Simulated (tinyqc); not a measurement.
Inside a calculation. Method: coupled-perturbed Hartree-Fock on RHF in the 6-311g basis, for H2, spin multiplicity 1. The polarisability along this axis is zero because the basis has no function that the field can mix in; the real value is not. One step of it, computed by the program tinyqc.

Question. Iteration 1: diagonalisation and new density. Diagonalise F' = X^T F X, C = X C', fill 1 alpha and 1 beta electrons from the bottom; D = 2 C_occ C_occ^T. Each column has its largest component positive (the first on a tie).

Fock matrix F (hartree), lower triangle:
```
           1H 1s      1H 2s      1H 3s      2H 1s      2H 2s      2H 3s
1H 1s   0.581026
1H 2s  -0.419515  -0.334894
1H 3s  -0.443925  -0.365331  -0.247599
2H 1s  -0.442221  -0.453629  -0.407553   0.581026
2H 2s  -0.453629  -0.434917  -0.378432  -0.419515  -0.334894
2H 3s  -0.407553  -0.378432  -0.263461  -0.443925  -0.365331  -0.247599
```

X, lower triangle:
```
           1H 1s      1H 2s      1H 3s      2H 1s      2H 2s     2H 3s
1H 1s   1.375381
1H 2s  -0.751108   2.377546
1H 3s   0.217210  -1.147205   2.765384
2H 1s  -0.008092  -0.004359  -0.036111   1.375381
2H 2s  -0.004359  -0.626366   0.390190  -0.751108   2.377546
2H 3s  -0.036111   0.390190  -1.602284   0.217210  -1.147205  2.765384
```

Give: F' = X^T F X; orbital energies; coefficients C; D after iteration 1.

Answer.

F' = X^T F X (hartree), lower triangle:
```
         1        2        3        4        5       6
1   1.6517
2  -1.1624   0.9435
3   0.0126  -0.3811   0.1921
4  -0.2627  -0.1448  -0.1294   1.6517
5  -0.1448  -0.2096  -0.0199  -1.1624   0.9435
6  -0.1294  -0.0199  -0.1296   0.0126  -0.3811  0.1921
```

orbital energies (hartree): MO1 -0.5396, MO2 0.1320, MO3 0.3055, MO4 0.5921, MO5 2.4195, MO6 2.6650

coefficients C:
```
          MO1      MO2      MO3      MO4      MO5      MO6
1H 1s  0.1841   0.0989  -0.0551  -0.1004  -1.0953  -1.1172
1H 2s  0.2832   0.0945  -0.7287  -1.6529   1.2223   1.7976
1H 3s  0.1500   2.0077   0.8479   2.3008  -0.4877  -1.1949
2H 1s  0.1841  -0.0989  -0.0551   0.1004  -1.0953   1.1172
2H 2s  0.2832  -0.0945  -0.7287   1.6529   1.2223  -1.7976
2H 3s  0.1500  -2.0077   0.8479  -2.3008  -0.4877   1.1949
```

D after iteration 1, lower triangle:
```
        1H 1s   1H 2s   1H 3s   2H 1s   2H 2s   2H 3s
1H 1s  0.0678
1H 2s  0.1043  0.1604
1H 3s  0.0552  0.0850  0.0450
2H 1s  0.0678  0.1043  0.0552  0.0678
2H 2s  0.1043  0.1604  0.0850  0.1043  0.1604
2H 3s  0.0552  0.0850  0.0450  0.0552  0.0850  0.0450
```
